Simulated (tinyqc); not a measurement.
## Trap density from two Hall measurements

Question. p-type body, charge-sheet picture, full ionisation (an idealisation for deep acceptors), Boltzmann statistics for free electrons. e = Ec - EF at the surface. psi = Eg - Vt ln(Nv/Na) - e; N_dep = sqrt(2 eps0 eps_r Na (psi - Vt)/q); n_f = sqrt(N_dep^2 + 2 eps0 eps_r Vt Nc exp(-e/Vt)/q) - N_dep; Vg = Vfb + psi + q (N_dep + n_t + n_f)/Cox, Cox = eps0 eox/tox. Find e and n_t at both points and the mean trap density between them.

Parameters, values chosen for the exercise; band and dielectric values close to those of 4H silicon carbide: temperature T = 475 K; band gap Eg = 3.22 eV; relative permittivity eps_r = 9.54; conduction-band density of states at T Nc = 3.37e19 cm^-3; valence-band density of states at T Nv = 5.04e19 cm^-3; relative permittivity of the insulator eox = 3.9; insulator thickness tox = 57 nm; acceptor density Na = 5e16 cm^-3; flat-band voltage without trapped charge Vfb = -2.48 V.

Constants: q = 1.602176634e-19 C, kB = 1.380649e-23 J/K, Vt = kB T/q, eps0 = 8.8541878128e-14 F/cm where lengths are in cm. Results are converted to the units shown.

Vg (V): 4.2844927  6.8358584
free sheet density from the Hall effect (cm^-2): 2.2050913e10  3.4850521e11

Answer. Each n_f fixes e; what the gate voltage holds beyond psi, N_dep and n_f is trapped; the difference quotient is the density, smeared over a few Vt.

e (eV): 0.230  0.111
n_t (cm^-2): 3.27e11  8.94e11
mean trap density = 4.77e12 cm^-2 eV^-1

Computed by the program tinyqc: `OMP_NUM_THREADS=1 python tinyqc.py 2222130 2222131 out.jsonl`, one thread of a shared Intel Xeon 2.30GHz, about 0.02 s for the whole run.
